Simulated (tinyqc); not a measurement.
# Lossy interposer transmission line with skin effect: effect of the length

A uniform line in a homogeneous dielectric: c = sqrt(er)/(c0 Z0), l = Z0 sqrt(er)/c0 (c0 = 299792458 m/s), g = w c td, w = 2 pi f. The resistance joins its limits as r = sqrt(r_dc^2 + r_hf^2), with r_dc = rho/(wd th), r_hf = kr rho/(2 delta (wd + th)), delta = sqrt(rho/(pi f mu0)), mu0 = 4 pi 1e-7 H/m; this is an interpolation, and internal inductance, up to 0.05 nH/mm at low frequency, is neglected.

gamma = sqrt((r + i w l)(g + i w c)) = alpha + i beta, Zc = sqrt((r + i w l)/(g + i w c)), roots with positive real part; loss 8.685889638 alpha in dB; phase velocity w/beta. ZL = 1/(1/RL + i w CL); reflection (ZL - Zc)/(ZL + Zc); Zin = Zc (ZL + Zc tanh(gamma len))/(Zc + ZL tanh(gamma len)); H = V_load/V_source = [Zin/(Zin + Rg)]/[cosh(gamma len) + (Zc/ZL) sinh(gamma len)].

Parameters, values chosen for the exercise:
- wd = 6 um (width of the strip)
- th = 2.1 um (thickness of the strip)
- rho = 1.8 uohm cm (resistivity)
- er = 3.5 (relative permittivity)
- td = 0.02 (loss tangent)
- Z0 = 40 ohm (lossless impedance sqrt(l/c))
- kr = 1.5 (factor for crowding and the return path)
- Rg = 50 ohm (source resistance)
- RL = 100 ohm (load resistance)
- CL = 100 fF (load capacitance)
- f = 3.4 GHz (frequency)

The same in every row: r (ohm/mm) = 2.028; r/(w l) = 0.3803; loss (dB/mm) = 0.2282; |Zc| (ohm) = 41.37; phase velocity over c0 = 0.5264.

Results:

| len (mm) | length in wavelengths | \|H\| (dB) |
|---|---|---|
| 1.6 | 0.03447 | -3.849 |
| 2.8 | 0.06033 | -4.135 |
| 8.6 | 0.1853 | -5.879 |
| 15 | 0.3232 | -7.514 |
| 26 | 0.5602 | -9.711 |
| 46 | 0.9911 | -14.36 |
| 80 | 1.724 | -22.15 |

Estimate the missing row, len = 4.9 mm.

Computed row:

| len (mm) | length in wavelengths | \|H\| (dB) |
|---|---|---|
| 4.9 | 0.1056 | -4.729 |

With this row back in the table: As len goes from 1.6 to 80, the loss stays at 0.228 dB/mm, |Zc| stays at 41.4 ohm and |H| goes from -3.85 to -22.2 dB, with its highest value among the rows, -3.85 dB, at len = 1.6.

Program tinyqc, `OMP_NUM_THREADS=1 python tinyqc.py 2810108 2810109 out.jsonl`; Intel Xeon 2.30GHz, shared host, one thread, about 0.01 s.
